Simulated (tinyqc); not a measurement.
Inside a calculation: model-solid line-up of a strained alloy layer on a substrate. Values are carried at full precision from step to step, so a last printed digit may differ when a step is redone from the rounded ones.

All values of the alloy are linear in x but the gap, Eg(x) = (1 - x) Eg_A + x Eg_B - C x (1 - x), and the valence edge, Ev(x) = (1 - x) Ev_A + x Ev_B + fv C x (1 - x); Ec = Ev + Eg. Ev is the top of the unstrained valence band on a scale common to all materials. In the layer only the Gamma valley of the conduction band is followed, also where an X or L valley would lie lower.

Parameters, chosen for this exercise (A near AlAs, B near InAs, substrate near InP; not measured data):
- a = (5.653, 6.063) angstrom (lattice constant of A, B)
- Eg = (3.098, 0.42) eV (gap at Gamma to the s-like level of A, B)
- Dso = (0.282, 0.39) eV (spin-orbit splitting of A, B)
- Ev = (-1.31, -0.59) eV (top of the unstrained valence band of A, B)
- ac = (-5.63, -5.04) eV (conduction deformation potential of A, B)
- av = (2.45, 1.01) eV (valence hydrostatic potential of A, B)
- b = (-2.27, -1.8) eV (tetragonal shear potential of A, B)
- d = (-3.37, -3.62) eV (trigonal shear potential of A, B)
- C11 = (125.3, 84.2) GPa (of A, B)
- C12 = (53.4, 45.5) GPa (of A, B)
- C44 = (53.7, 39.9) GPa (of A, B)
- C = 0.795 eV (bowing of the gap)
- fv = 0.3 (share of the bowing taken by the valence edge)
- x = 0.29 (fraction of B)
- a_s = 5.872 angstrom (substrate)
- face = 001 (growth face)
- Eg_s = 1.427 eV (lowest gap of the substrate)
- Ev_s = -0.93 eV (substrate valence edge)

## Values of the alloy

Interpolate.

Alloy at x (a in angstrom, C11, C12, C44 in GPa, all else in eV):
```
symbol     value
a         5.7719
Eg        2.1577
Dso       0.3133
Ev       -1.0521
ac       -5.4589
av        2.0324
b        -2.1337
d        -3.4425
C11     113.3810
C12      51.1090
C44      49.6980
```

## Strain on the (001) substrate

Coherent growth on a (001) face: e_par = (a_s - a)/a, e_perp = -2 (C12/C11) e_par; exx = eyy = e_par, ezz = e_perp, no shear.

Use the values of the alloy.

e_par = 0.017343
e_perp = -0.015635

strain tensor in the cubic axes:
```
          x         y          z
x  0.017343  0.000000   0.000000
y  0.000000  0.017343   0.000000
z  0.000000  0.000000  -0.015635
```

The layer is under tension in the plane; its volume changes by +1.905 %.

## Strained band edges

Strained edges: Ec + ac tr(e); the valence edges are Ev plus the levels of the 6 x 6 matrix of X, Y, Z times spin with -Dso/3 + l exx + m (eyy + ezz) on the diagonal (cyclic), n exy off it, l = av + 2 b, m = av - b, n = sqrt(3) d. Spin-orbit term (Dso/3) L.sigma on X, Y, Z with (L_k)_ij = -i epsilon_kij: <X+|H|Y+> = -i Dso/3, <X+|H|Z-> = Dso/3, <Y+|H|Z-> = -i Dso/3, <Z+|H|X-> = -Dso/3, <Z+|H|Y-> = i Dso/3, <X-|H|Y-> = i Dso/3, and their conjugates; + and - are the spin along z.

Give the hydrostatic shifts, the strain block and the edges.

ac tr(e), av tr(e) (eV): -0.1040  0.0387

strain block (eV):
```
         X        Y       Z
X  -0.0316        0       0
Y        0  -0.0316       0
Z        0        0  0.1794
```

Ec and the three valence edges from the top (eV): 1.0016  -0.9187  -1.0837  -1.3510

strained gap = 1.9203 eV

Strain moves the gap by -237 meV: -143 meV from the volume and -95 meV from the splitting of the valence edge, which always raises the top.

## Offsets against the substrate material

dEc = Ec(substrate) - Ec(layer), dEv = Ev(layer) - Ev(substrate); positive values confine the carrier in the layer. Type I: both of one sign; type II: opposite signs; type III: the gaps do not overlap.

Give also the smallest gap across the interface, min Ec - max Ev.

dEc = -0.5046 eV
dEv = 0.0113 eV

type: II

smallest gap = 1.4157 eV

Electrons collect in the substrate material and holes in the layer. An offset this small is within the spread of parameter sets, so the type is not settled by this model. Where the alloy is indirect its X or L edge, left out, lies lower and changes dEc.

## Critical thickness (Matthews-Blakeslee, single layer)

h = K (ln(h/b) + 1) with K = b (1 - nu/4)/(4 pi |e_par| (1 + nu)) for 60-degree dislocations, b = a/sqrt(2) the Burgers vector (not the shear potential of the table), nu = C12/(C11 + C12). Iterate from h = 10 b until h changes by less than 1e-6 of itself.

b (Burgers vector) = 4.0813 angstrom
nu = 0.3107
K = 13.18 angstrom

first iterates (angstrom): 40.8  43.5  44.4  44.6  44.7  44.7

critical thickness = 4.47 nm

Thicker layers can relax, and the strained edges then no longer apply; metastable growth often exceeds this equilibrium value.

## Checks

- Valence edges against the closed form for (001) strain: they agree to 1e-10 or better.

Run: tinyqc, `OMP_NUM_THREADS=1 python tinyqc.py 1080624 1080625 out.jsonl`; Intel(R) Xeon(R) Processor @ 2.30GHz, one thread, shared host; about 0.02 s of CPU time with all checks.
